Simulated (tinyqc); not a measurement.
FCI on RHF in the cc-pvdz basis, for He, spin multiplicity 1, step by step. One step of it, computed by the program tinyqc.

Problem. FCI: determinants and Hamiltonian. Slater-Condon rules over spin orbitals, with the nuclear repulsion added and E(HF) subtracted on the diagonal. Only determinants linked to the reference directly or through others are kept (one block of an abelian symmetry group), so some states are absent.

one-electron integrals over orbitals h = C^T H C (hartree), lower triangle:
```
,1,2,3,4,5
1,-1.941013
2,0.316447,-0.090238
3,0.000000,0.000000,0.784997
4,0.000000,0.000000,0.000000,0.784997
5,0.000000,0.000000,0.000000,0.000000,0.784997
```

Two-electron integrals over orbitals (pq|rs), unique and non-zero (hartree):
```
p,q,r,s,(pq|rs)
1,1,1,1,1.026865
2,1,1,1,-0.316447
2,1,2,1,0.227505
2,2,1,1,0.857592
2,2,2,1,-0.255195
2,2,2,2,0.765495
3,1,3,1,0.183149
3,2,3,1,-0.025386
3,2,3,2,0.028529
3,3,1,1,0.961262
3,3,2,1,-0.230485
3,3,2,2,0.774953
3,3,3,3,1.040531
4,1,4,1,0.183149
4,2,4,1,-0.025386
4,2,4,2,0.028529
4,3,4,3,0.063706
4,4,1,1,0.961262
4,4,2,1,-0.230485
4,4,2,2,0.774953
4,4,3,3,0.913119
4,4,4,4,1.040531
5,1,5,1,0.183149
5,2,5,1,-0.025386
5,2,5,2,0.028529
5,3,5,3,0.063706
5,4,5,4,0.063706
5,5,1,1,0.961262
5,5,2,1,-0.230485
5,5,2,2,0.774953
5,5,3,3,0.913119
5,5,4,4,0.913119
5,5,5,5,1.040531
```

nuclear repulsion = 0 hartree

Hartree-Fock energy = -2.85516048 hartree

Give: determinants; H - E(HF) between determinants.

Solution.

Occupation strings over the orbitals (2 doubly, a alpha, b beta, 0 empty; spin orbitals ordered 1a 1b 2a 2b ...): 20000 ab000 ba000 02000 00200 00020 00002

H - E(HF) between determinants (hartree), lower triangle:
```
,20000,ab000,ba000,02000,00200,00020,00002
20000,0.000
ab000,0.000,1.682
ba000,0.000,-0.228,1.682
02000,0.228,0.061,-0.061,3.440
00200,0.183,-0.025,0.025,0.029,5.466
00020,0.183,-0.025,0.025,0.029,0.064,5.466
00002,0.183,-0.025,0.025,0.029,0.064,0.064,5.466
```
